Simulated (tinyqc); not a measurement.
Inside a calculation. Method: RKS/B3LYP (VWN-RPA form) in the sto-3g basis, for H3+, spin multiplicity 1. Computed by tinyqc, a small Python program that keeps every step (integrals from PySCF). Settings: charge = 1, multiplicity = 1, basis = sto-3g, energy threshold = 1e-09, iteration cap = 77, orthogonalisation = canonical, start = atomic densities, DIIS depth = 0, damping = 0.7, method = RKS, functional = b3lyp, grid = [20, 14]. Command: `OMP_NUM_THREADS=1 python tinyqc.py 31746 31747 out.jsonl` (the two numbers bound the seeds that draw the settings). One thread of a shared host (Intel(R) Xeon(R) Processor @ 2.60GHz), about 0.5 s of CPU time with the checks. Later iterations appear only in the table of the cycle.

## One-electron integrals

Geometry (angstrom):
```
atom,x,y,z
H,0.000000,0.000000,0.000000
H,0.000000,0.000000,0.831000
H,0.000000,0.000000,-0.831000
```

Basis sto-3g: exponents (1/bohr^2) and contraction coefficients of normalised primitives:
```
element,l (shell),exponent,coefficient
H,s (1),3.425251,0.154329
H,s (1),0.623914,0.535328
H,s (1),0.168855,0.444635
```

Overlap, kinetic and nuclear-attraction integrals over the contracted functions; the nuclear repulsion is the sum of Za Zb / Rab.

nuclear repulsion = 1.59198920 hartree

overlap S:
```
,1H 1s,2H 1s,3H 1s
1H 1s,1.000000,0.600842,0.600842
2H 1s,0.600842,1.000000,0.202550
3H 1s,0.600842,0.202550,1.000000
```

kinetic energy T (hartree):
```
,1H 1s,2H 1s,3H 1s
1H 1s,0.760032,0.186292,0.186292
2H 1s,0.186292,0.760032,-0.000923
3H 1s,0.186292,-0.000923,0.760032
```

nuclear attraction V (hartree):
```
,1H 1s,2H 1s,3H 1s
1H 1s,-2.424291,-1.298259,-1.298259
2H 1s,-1.298259,-2.143222,-0.405546
3H 1s,-1.298259,-0.405546,-2.143222
```

core Hamiltonian H = T + V (hartree):
```
,1H 1s,2H 1s,3H 1s
1H 1s,-1.664259,-1.111966,-1.111966
2H 1s,-1.111966,-1.383190,-0.406470
3H 1s,-1.111966,-0.406470,-1.383190
```

## Two-electron integrals

Functions are numbered as in S; the eight-fold symmetry (ij|kl) = (ji|kl) = (kl|ij) leaves the list below.

Two-electron integrals (ij|kl) in chemists' order, unique and non-zero (hartree):
```
i,j,k,l,(ij|kl)
1,1,1,1,0.774606
2,1,1,1,0.394080
2,1,2,1,0.241239
2,2,1,1,0.536343
2,2,2,1,0.394080
2,2,2,2,0.774606
3,1,1,1,0.394080
3,1,2,1,0.187104
3,1,2,2,0.244442
3,1,3,1,0.241239
3,2,1,1,0.126079
3,2,2,1,0.069214
3,2,2,2,0.103802
3,2,3,1,0.069214
3,2,3,2,0.022499
3,3,1,1,0.536343
3,3,2,1,0.244442
3,3,2,2,0.314773
3,3,3,1,0.394080
3,3,3,2,0.103802
3,3,3,3,0.774606
```

## Orthogonalisation

S = U s U^T; canonical form X = U s^(-1/2), so that X^T S X = 1. Each column of U has its largest component positive (the first on a tie).

eigenvalues of S: 0.245543  0.797450  1.957008

X:
```
,1,2,3
1H 1s,1.509072,0.000000,0.474610
2H 1s,-0.947446,0.791833,0.377974
3H 1s,-0.947446,-0.791833,0.377974
```

## Starting guess

The start is atomic minimal-basis densities projected into this basis (PySCF's MINAO start) and scaled to the electron count of each spin; this density is not idempotent, so its energy is not variational and may lie below the converged one.

D at the start:
```
,1H 1s,2H 1s,3H 1s
1H 1s,0.564818,0.062694,0.062694
2H 1s,0.062694,0.635940,0.031164
3H 1s,0.062694,0.031164,0.635940
```

## Iteration 1: exchange-correlation on the grid

Becke grid with 20 radial and 14 angular points per atom, points of zero weight dropped. rho = sum D_ij phi_i phi_j; V_xc,ij = sum w v_xc phi_i phi_j plus the gradient terms; v_xc is d(rho eps)/d rho at fixed gradient. Exact exchange is left to K.

The 8 grid points with the largest w rho, of 824 (bohr, atomic units):
```
x,y,z,w,rho,|grad rho|^2,eps_xc,v_xc
0.536333,0.536333,-0.536333,0.186816,0.057888,0.010661,-0.284895,-0.336580
-0.536333,-0.536333,-0.536333,0.186816,0.057888,0.010661,-0.284895,-0.336580
0.536333,-0.536333,-0.536333,0.186816,0.057888,0.010661,-0.284895,-0.336580
-0.536333,0.536333,-0.536333,0.186816,0.057888,0.010661,-0.284895,-0.336580
-0.536333,0.536333,0.536333,0.186816,0.057888,0.010661,-0.284895,-0.336580
0.536333,-0.536333,0.536333,0.186816,0.057888,0.010661,-0.284895,-0.336580
-0.536333,-0.536333,0.536333,0.186816,0.057888,0.010661,-0.284895,-0.336580
0.536333,0.536333,0.536333,0.186816,0.057888,0.010661,-0.284895,-0.336580
```

electrons on the grid, sum of w rho = 2.009743

E_xc = sum of w rho eps_xc = -0.53677312 hartree

V_xc (hartree):
```
,1H 1s,2H 1s,3H 1s
1H 1s,-0.356662,-0.198053,-0.198053
2H 1s,-0.198053,-0.336900,-0.061530
3H 1s,-0.198053,-0.061530,-0.336900
```

## Iteration 1: building the Kohn-Sham matrix

J_ij = sum D_kl (ij|kl), K_ij = sum D_kl (ik|jl); F = H + J - 0.1 K + V_xc; E = tr D H + tr D J / 2 - 0.05 tr D K + E_xc + E_nn.

Coulomb J (hartree):
```
,1H 1s,2H 1s,3H 1s
1H 1s,1.226360,0.686669,0.686669
2H 1s,0.686669,1.082249,0.221996
3H 1s,0.686669,0.221996,1.082249
```

exchange K (hartree):
```
,1H 1s,2H 1s,3H 1s
1H 1s,0.854827,0.595370,0.595370
2H 1s,0.595370,0.707729,0.287543
3H 1s,0.595370,0.287543,0.707729
```

Kohn-Sham matrix F (hartree):
```
,1H 1s,2H 1s,3H 1s
1H 1s,-0.880044,-0.682888,-0.682888
2H 1s,-0.682888,-0.708613,-0.274759
3H 1s,-0.682888,-0.274759,-0.708613
```

total energy of this density = -0.89813904 hartree

This density is the starting one; it is not idempotent, so its energy is not variational and may lie below the converged one.

## Iteration 1: diagonalisation and new density

Diagonalise F' = X^T F X, C = X C', fill 1 alpha and 1 beta electrons from the bottom; D = 2 C_occ C_occ^T; the new density keeps 0.7 of the old one (damping). Each column has its largest component positive (the first on a tie).

F' = X^T F X (hartree):
```
,1,2,3
1,0.135895,0.000000,-0.090875
2,0.000000,-0.544053,0.000000
3,-0.090875,0.000000,-0.969227
```

orbital energies (hartree): MO1 -0.976650, MO2 -0.544053, MO3 0.143318

coefficients C:
```
,MO1,MO2,MO3
1H 1s,0.595890,0.000000,1.465425
2H 1s,0.299587,0.791833,-0.975073
3H 1s,0.299587,-0.791833,-0.975073
```

D after iteration 1:
```
,1H 1s,2H 1s,3H 1s
1H 1s,0.608424,0.150998,0.150998
2H 1s,0.150998,0.499010,0.075666
3H 1s,0.150998,0.075666,0.499010
```

## Iteration 2: exchange-correlation on the grid

As before.

The 8 grid points with the largest w rho, of 824 (bohr, atomic units):
```
x,y,z,w,rho,|grad rho|^2,eps_xc,v_xc
0.536333,-0.536333,0.536333,0.186816,0.066226,0.014604,-0.296538,-0.350954
-0.536333,0.536333,0.536333,0.186816,0.066226,0.014604,-0.296538,-0.350954
-0.536333,-0.536333,0.536333,0.186816,0.066226,0.014604,-0.296538,-0.350954
-0.536333,0.536333,-0.536333,0.186816,0.066226,0.014604,-0.296538,-0.350954
0.536333,-0.536333,-0.536333,0.186816,0.066226,0.014604,-0.296538,-0.350954
-0.536333,-0.536333,-0.536333,0.186816,0.066226,0.014604,-0.296538,-0.350954
0.536333,0.536333,0.536333,0.186816,0.066226,0.014604,-0.296538,-0.350954
0.536333,0.536333,-0.536333,0.186816,0.066226,0.014604,-0.296538,-0.350954
```

electrons on the grid, sum of w rho = 2.010200

E_xc = sum of w rho eps_xc = -0.53719345 hartree

V_xc (hartree):
```
,1H 1s,2H 1s,3H 1s
1H 1s,-0.368844,-0.200685,-0.200685
2H 1s,-0.200685,-0.330073,-0.062346
3H 1s,-0.200685,-0.062346,-0.330073
```

## Iteration 2: building the Kohn-Sham matrix

As before.

Coulomb J (hartree):
```
,1H 1s,2H 1s,3H 1s
1H 1s,1.263671,0.698229,0.698229
2H 1s,0.698229,1.078475,0.225516
3H 1s,0.698229,0.225516,1.078475
```

exchange K (hartree):
```
,1H 1s,2H 1s,3H 1s
1H 1s,0.978387,0.659393,0.659393
2H 1s,0.659393,0.700161,0.337679
3H 1s,0.659393,0.337679,0.700161
```

Kohn-Sham matrix F (hartree):
```
,1H 1s,2H 1s,3H 1s
1H 1s,-0.867271,-0.680361,-0.680361
2H 1s,-0.680361,-0.704804,-0.277068
3H 1s,-0.680361,-0.277068,-0.704804
```

total energy of this density = -1.00801233 hartree

This density is a damped mixture and is not idempotent, and it still holds part of the atomic start, so its energy may lie below the converged one.

## Iteration 2: diagonalisation and new density

As before.

F' = X^T F X (hartree):
```
,1,2,3
1,0.153229,0.000000,-0.082191
2,0.000000,-0.536381,0.000000
3,-0.082191,0.000000,-0.964108
```

orbital energies (hartree): MO1 -0.970122, MO2 -0.536381, MO3 0.159243

coefficients C:
```
,MO1,MO2,MO3
1H 1s,0.583464,0.000000,1.470417
2H 1s,0.307831,0.791833,-0.972502
3H 1s,0.307831,-0.791833,-0.972502
```

D after iteration 2:
```
,1H 1s,2H 1s,3H 1s
1H 1s,0.630154,0.213464,0.213464
2H 1s,0.213464,0.406163,0.109822
3H 1s,0.213464,0.109822,0.406163
```

## Iteration 54 (converged): orbitals

converged F (hartree):
```
,1H 1s,2H 1s,3H 1s
1H 1s,-0.842841,-0.676735,-0.676735
2H 1s,-0.676735,-0.695090,-0.283636
3H 1s,-0.676735,-0.283636,-0.695090
```

Diagonalise F' = X^T F X, C = X C', fill 1 alpha and 1 beta electrons from the bottom; D = 2 C_occ C_occ^T. Each column has its largest component positive (the first on a tie).

F' = X^T F X (hartree):
```
,1,2,3
1,0.193770,0.000000,-0.066072
2,0.000000,-0.515962,0.000000
3,-0.066072,0.000000,-0.955104
```

orbital energies (hartree): MO1 -0.958891, MO2 -0.515962, MO3 0.197557

coefficients C:
```
,MO1,MO2,MO3
1H 1s,0.560192,0.000000,1.479439
2H 1s,0.323135,0.791833,-0.967524
3H 1s,0.323135,-0.791833,-0.967524
```

D after iteration 54:
```
,1H 1s,2H 1s,3H 1s
1H 1s,0.627631,0.362036,0.362036
2H 1s,0.362036,0.208833,0.208833
3H 1s,0.362036,0.208833,0.208833
```

## Convergence

Stop when the energy changes by less than 1e-09 hartree and every element of the error matrix X^T (F D S - S D F) X is below 9e-06.

Course of the cycle:
```
iteration,E (hartree),change,largest element of the error matrix
1,-0.89813904,-,1.45e-01
2,-1.00801233,-1.10e-01,8.87e-02
3,-1.08493193,-7.69e-02,5.22e-02
4,-1.13887343,-5.39e-02,2.96e-02
5,-1.17672190,-3.78e-02,1.60e-02
6,-1.20327680,-2.66e-02,8.00e-03
7,-1.22190202,-1.86e-02,3.48e-03
8,-1.23496051,-1.31e-02,1.03e-03
9,-1.24411279,-9.15e-03,2.16e-04
10,-1.25052542,-6.41e-03,7.73e-04
11,-1.25501741,-4.49e-03,9.54e-04
12,-1.25816343,-3.15e-03,9.43e-04
13,-1.26036648,-2.20e-03,8.43e-04
14,-1.26190904,-1.54e-03,7.11e-04
...,...,...,...
41,-1.26550954,-1.01e-07,1.63e-07
42,-1.26550961,-7.10e-08,1.15e-07
43,-1.26550966,-4.97e-08,8.16e-08
44,-1.26550970,-3.48e-08,5.77e-08
45,-1.26550972,-2.44e-08,4.08e-08
46,-1.26550974,-1.70e-08,2.89e-08
47,-1.26550975,-1.19e-08,2.04e-08
48,-1.26550976,-8.35e-09,1.44e-08
49,-1.26550976,-5.85e-09,1.02e-08
50,-1.26550977,-4.09e-09,7.16e-09
51,-1.26550977,-2.87e-09,5.05e-09
52,-1.26550977,-2.01e-09,3.56e-09
53,-1.26550977,-1.40e-09,2.51e-09
54,-1.26550978,-9.83e-10,1.77e-09
```

PySCF RKS in the same basis, fine grid = -1.26079421 hartree

Converged in 54 iterations. The coarse grid moves the energy by -4.72e-03 hartree.

## Populations, bond orders and dipole

Mulliken: Z minus the diagonal of D S on the atom; Loewdin: the same with S^(1/2) D S^(1/2); Mayer order: 2 sum_s sum (D(s) S)_ij (D(s) S)_ji over the two atoms.

Charges (e):
```
atom,Mulliken,Loewdin
1H,-0.062683,0.004110
2H,0.531342,0.497945
3H,0.531342,0.497945
```

Mayer bond orders:
```
pair,order
2-1,0.498035
3-1,0.498035
3-2,0.219641
```

dipole moment about the origin, x y z (debye): 0.000000  0.000000  0.000000
